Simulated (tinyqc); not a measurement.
Threshold-voltage variability of a planar MOSFET, analytic estimates: one step of the calculation.

Three independent sources add in quadrature: random dopants in the depleted layer, metal-gate grains of two orientations, and roughness of the two gate edges acting through the roll-off VT = VT(long) - Vr exp(-L/l). These are first-order estimates: no three-dimensional electrostatics, no percolation.

Task. Random dopants. ni = sqrt(Nc Nv) exp(-Eg/(2 Vt)), Eg in volts; Cox = 3.9 eps0/ti; Wd = sqrt(4 eps0 eps_r Vt ln(Na/ni)/(q Na)); dopants: s1 = (q/Cox) sqrt(Na Wd/(3 L W)). The slope A1 = s1 sqrt(L W); mean number of dopants Na L W Wd.

Parameters, values chosen for the exercise; material values close to those of silicon:
- T = 293 K (temperature)
- Eg = 1.13 eV (band gap)
- eps_r = 11.5 (relative permittivity of the semiconductor)
- Nc = 2.67e19 cm^-3 (conduction-band density of states at T)
- Nv = 2.57e19 cm^-3 (valence-band density of states at T)
- Na = 3.5e17 cm^-3 (channel doping)
- ti = 2 nm (oxide-equivalent thickness in inversion)
- L = 20 nm (gate length)
- W = 48 nm (gate width)

Constants: q = 1.602176634e-19 C, kB = 1.380649e-23 J/K, Vt = kB T/q, eps0 = 8.8541878128e-14 F/cm where lengths are in cm. Results are converted to the units shown.

Wanted: Cox; Wd; mean number of dopants; A1; s1.

Result.

Cox = 1.7266 uF/cm^2
Wd = 57.553 nm
mean number of dopants = 19.338
A1 = 0.76039 mV um
s1 = 24.541 mV

Counting alone, 1/sqrt(N) of the depletion voltage q Na Wd/Cox = 187 mV, would give sqrt(3) times more: dopants deep in the layer act less on the surface.

Computed by the program tinyqc: `OMP_NUM_THREADS=1 python tinyqc.py 2090037 2090038 out.jsonl`, one thread of a shared Intel Xeon 2.30GHz, about 0.01 s for the whole run.
